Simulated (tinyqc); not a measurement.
Precursor delivery by bubblers, mass-transport growth and the solid composition of a III-V alloy: one step, computed by the program tinyqc.

1 sccm = 44.615 micromol/min; 1 torr = 133.322 Pa. The sources decompose fully at the surface.

Question. Partial pressures in the reactor. p_i = p n_i/(44615 F_t), F_t in slm; p_V = p F_V/(1000 F_t), counted per molecule supplied; V/III = 44.615 F_V/(n1 + n2); vapour fraction of source 2 = n2/(n1 + n2).

Inputs (values chosen for the exercise, modelled on trimethylgallium (source 1) and trimethylindium (source 2) for the vapour pressures):
```
quantity,value,unit
bath temperature T1,273,K
bath temperature T2,288,K
total flow F_t,15,slm
group-V flow F_V,160,sccm
reactor pressure p,200,torr
```

molar flow 1 = 93.32831 micromol/min

molar flow 2 = 1.295697 micromol/min

Give: p_1; p_2; p_V; V/III ratio; vapour fraction of source 2.

Answer.

p_1 = 0.02789 torr

p_2 = 3.872e-04 torr

p_V = 2.133 torr

V/III ratio = 75.44

vapour fraction of source 2 = 0.01369
